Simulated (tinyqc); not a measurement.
Mobility and doping from two currents.

Question. A trap-free film with injecting contacts is fitted, with diffusion neglected, by J = q mu N V/Lf + (9/8) eps0 eps_r mu V^2/Lf^3. Find mu, N and the voltage at which both terms are equal.

Values chosen for this exercise:
- eps_r = 11.7 (relative permittivity)
- Lf = 1000 nm (film thickness)

Constants: q = 1.602176634e-19 C, eps0 = 8.8541878128e-14 F/cm where lengths are in cm. Results are converted to the units shown.

J at 2.1 and 13 V (A/cm^2): 2.5644900  29.086757

Solution. J/V is a straight line in V: the slope gives mu and the intercept mu N.

mu = 0.0800 cm^2/(V s)
N = 8.00e15 cm^-3
crossover voltage = 11.0 V

Program tinyqc, `OMP_NUM_THREADS=1 python tinyqc.py 2730104 2730105 out.jsonl`; Intel Xeon 2.30GHz, shared host, one thread, about 0.1 s.
